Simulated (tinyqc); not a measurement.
# Long-channel MOSFET, surface-potential model: several studies

n-channel transistor on a uniformly doped p-type body, gradual-channel approximation, constant mobility, Boltzmann statistics, full ionisation. Potentials are counted from the neutral body; V is the electron quasi-Fermi potential, Vsb at the source and Vsb + Vds at the drain. Charges are magnitudes per area.

Inputs (values chosen for the exercise); material values close to those of 4H silicon carbide: temperature T = 273 K; band gap Eg = 3.3 eV; relative permittivity of the semiconductor eps_r = 9.55; conduction-band density of states at T Nc = 1.46e19 cm^-3; valence-band density of states at T Nv = 2.17e19 cm^-3; acceptor density of the body Na = 6.1e15 cm^-3; relative permittivity of the gate insulator eox = 22.5; insulator thickness tox = 33 nm; flat-band voltage Vfb = -2.09 V; channel mobility mu = 420 cm^2/(V s); gate width W = 1 um; gate length L = 0.5 um; source-body reverse bias Vsb = 0.5 V; gate-source voltage Vgs = 1.08 V; drain-source voltage Vds = 1.2 V.

Constants: q = 1.602176634e-19 C, kB = 1.380649e-23 J/K, Vt = kB T/q, eps0 = 8.8541878128e-14 F/cm where lengths are in cm. Results are converted to the units shown.

Each table varies one quantity; the others keep the values above.

## Effect of the source-body reverse bias

ni = sqrt(Nc Nv) exp(-Eg/(2 Vt)), Eg in volts; phiF = Vt ln(Na/ni); Cox = eps0 eox/tox; gamma = sqrt(2 q eps0 eps_r Na)/Cox. The surface potential psi at channel potential V solves Vgs + Vsb - Vfb - psi = gamma sqrt(G), G = psi - Vt + Vt exp((psi - 2 phiF - V)/Vt). Charge sheet: Qi = Cox gamma [sqrt(G) - sqrt(psi - Vt)]; I = mu (W/L) [integral of Qi dpsi from psi_0 to psi_L (drift) + Vt (Qi0 - QiL) (diffusion)], with psi_0 at V = Vsb and psi_L at V = Vsb + Vds. VT = Vfb + 2 phiF + gamma sqrt(2 phiF + Vsb), m = 1 + gamma/(2 sqrt(2 phiF + Vsb)). The swing is 20 mV/log10[I(VT - 0.14 V)/I(VT - 0.16 V)] of the charge-sheet current at the given Vds.

The same in every row: gamma (V^0.5) = 0.06734.

Results:
```
Vsb (V),VT (V),m,swing (mV/decade),"I at Vgs, Vds (uA)"
0,0.9498,1.020,55.51,0.5462
0.5,0.9592,1.018,55.38,0.4110
1.5,0.9763,1.016,55.21,0.2326
2,0.9840,1.015,55.14,0.1750
2.5,0.9914,1.014,55.09,0.1318
3,0.9985,1.014,55.04,0.09934
```

Estimate the missing row, Vsb = 1 V.

Computed row:
```
Vsb (V),VT (V),m,swing (mV/decade),"I at Vgs, Vds (uA)"
1,0.9680,1.017,55.28,0.3092
```

With this row back in the table: As Vsb goes from 0 to 3 V, VT rises from 0.950 to 0.999 V, the swing falls from 55.5 to 55.0 mV a decade and the current falls from 0.546 to 0.0993 uA. The swing is 0.49 % above m Vt ln 10 in the first row and 0.23 % above it in the last.

## Transfer curve from weak to strong inversion

Pao-Sah: Qi(V) = (Cox gamma/2) integral from 3 Vt to psi of exp((u - 2 phiF - V)/Vt)/sqrt(G(u, V)) du, and I = mu (W/L) integral of Qi dV from Vsb to Vsb + Vds. Square law: VT = Vfb + 2 phiF + gamma sqrt(2 phiF + Vsb), m = 1 + gamma/(2 sqrt(2 phiF + Vsb)), I = mu Cox (W/L) [(Vgs - VT) v - m v^2/2] with v the smaller of Vds and (Vgs - VT)/m, and zero below VT. gm = dI/dVgs of the charge-sheet current.

Transfer curve from weak to strong inversion:
```
Vgs (V),"I, charge sheet (uA)","I, Pao-Sah (uA)",drift share (%),gm/I (1/V),"I, square law (uA)"
0.76,1.316e-6,1.321e-6,2.302e-4,41.57,0
0.85,5.551e-5,5.571e-5,0.009707,41.58,0
0.94,0.002333,0.002342,0.4049,41.40,0
1.02,0.05832,0.05897,8.537,37.52,0.9198
1.11,0.8514,0.8861,45.03,21.82,5.661
1.2,3.790,3.988,67.99,12.67,14.44
1.28,8.842,9.306,77.61,8.906,25.62
1.37,17.59,18.46,83.53,6.591,42.02
1.46,29.75,31.13,87.07,5.200,62.45
```

What does the comparison show?

The charge-sheet current rises from 1.32e-6 to 29.8 uA. In the first row gm/I is 41.6 1/V, a swing of 55.4 mV a decade, against Vt ln 10 = 54.2 mV a decade for an ideal gate; in the last it is 5.20 1/V. Drift passes half of the current at Vgs = 1.2 V among the rows listed (VT = 0.959 V). The charge sheet departs most from Pao-Sah at Vgs = 1.28 V, where it is 5.0 % below it. In the last row the square law is 2.01 times Pao-Sah. For Vgs = 1.37 to 1.46 V the surface electron density at the source passes 0.3 Nc, where degeneracy and quantisation, left out here, matter. For Vgs = 1.37 to 1.46 V mu V/L, with V the smaller of Vds and (Vgs - VT)/m, passes 3e6 cm/s, so velocity saturation would lower the current.

## Output curve

Same model as above.

In this table Vgs = 1.26 V.

Output curve:
```
Vds (V),psi_L (V),QiL (nC/cm^2),"I, charge sheet (uA)","I, Pao-Sah (uA)","I, square law (uA)"
0.05,3.614,65.59,3.110,3.276,6.981
0.1,3.651,42.63,5.262,5.548,12.67
0.15,3.684,22.59,6.552,6.908,17.07
0.21,3.711,6.072,7.202,7.586,20.65
0.26,3.719,1.057,7.325,7.712,22.20
0.31,3.720,0.1353,7.344,7.732,22.53
0.36,3.720,0.01630,7.347,7.734,22.53
0.42,3.721,0.001273,7.347,7.734,22.53
0.47,3.721,1.520e-4,7.347,7.734,22.53
```

What does the comparison show?

The Pao-Sah current rises from 3.28 to 7.73 uA, while the charge at the drain end falls from 65.6 to 1.52e-4 nC/cm^2. The current first comes within 1 % of its last value at Vds = 0.26 V among the rows listed; the square law saturates at (Vgs - VT)/m = 0.295 V. Over the last two rows psi_L moves by less than 1 mV: the drain has lost hold of the surface potential, so the current no longer grows. In the last row the charge sheet is 5.0 % below Pao-Sah and the square law 2.91 times it.

Numbers from tinyqc (`OMP_NUM_THREADS=1 python tinyqc.py 2360157 2360158 out.jsonl`; about 0.06 s on one thread of a shared Intel Xeon 2.30GHz).
